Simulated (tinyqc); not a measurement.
Electron continuity equation in a given potential, Scharfetter-Gummel discretisation: current and errors against the applied potential.

Steady state in one dimension: J = q mu n E + q D dn/dx with E = -dpsi/dx and D = mu Vt, dJ/dx = q (n/tau - G), fixed densities nL and nR at the ends. The potential is given, psi = U x/L, and is not changed by the electrons.

10 equal intervals. Fluxes J_i = (q D/h)(n_(i+1) P_i - n_i Q_i), d_i = (psi_(i+1) - psi_i)/Vt: Scharfetter-Gummel P = B(d), Q = B(-d), B(d) = d/(exp(d) - 1); central P = 1 - d/2, Q = 1 + d/2; upwind P = 1 + max(-d, 0), Q = 1 + max(d, 0). Balance at each inner node: J_i - J_(i-1) = q h (n_i/tau - G). The reference is Scharfetter-Gummel on 4000 intervals or more. Errors are those of J on the first interval against the reference at its midpoint; errors under 1e-6 % are printed as 0.

Values chosen for this exercise; mobility close to that of germanium at room temperature: temperature T = 300 K; electron mobility mu = 3840 cm^2/(V s); length of the region L = 10 um; density at x = 0 nL = 5.1e13 cm^-3; density at x = L nR = 0 cm^-3; lifetime tau = 1.1e-9 s; uniform generation rate G = 0 cm^-3 s^-1.

Constants: q = 1.602176634e-19 C, kB = 1.380649e-23 J/K, Vt = kB T/q. Results are converted to the units shown.

Results:
columns A: U (V); B: largest |d|; C: reference J (A/cm^2); D: SG error (%); E: central error (%); F: upwind error (%); G: most negative central n (cm^-3), 0 if none
```
A            B       C      D       E      F  G
0.013  0.05029  -2.332  0.157   0.146   1.49  0
0.052   0.2011  -3.060  0.361   0.230   4.07  0
0.26     1.006  -8.476  0.694  0.0793   3.73  0
0.39     1.509  -12.35  0.713  0.0411   2.76  0
0.57     2.205  -17.85  0.699  0.0206   1.99  0
0.78     3.017  -24.35  0.665  0.0113   1.49  0
1.2      4.642  -37.44  0.580  0.0116  0.979  0
```

Estimate the missing row, U = 0.13 V.

Computed row:
columns A: U (V); B: largest |d|; C: reference J (A/cm^2); D: SG error (%); E: central error (%); F: upwind error (%); G: most negative central n (cm^-3), 0 if none
```
A          B       C      D      E     F  G
0.13  0.5029  -4.875  0.581  0.172  4.96  0
```

With this row back in the table: The reference current falls from -2.33 to -37.4 A/cm^2. The largest errors in size are 0.71 % (Scharfetter-Gummel), 0.23 % (central) and 5.0 % (upwind). With sources Scharfetter-Gummel is no longer exact, since it takes J constant over each interval, and it is not always the most accurate for J.

tinyqc, about 0.01 s, one thread, Intel Xeon 2.30GHz (shared host): `OMP_NUM_THREADS=1 python tinyqc.py 2220035 2220036 out.jsonl`
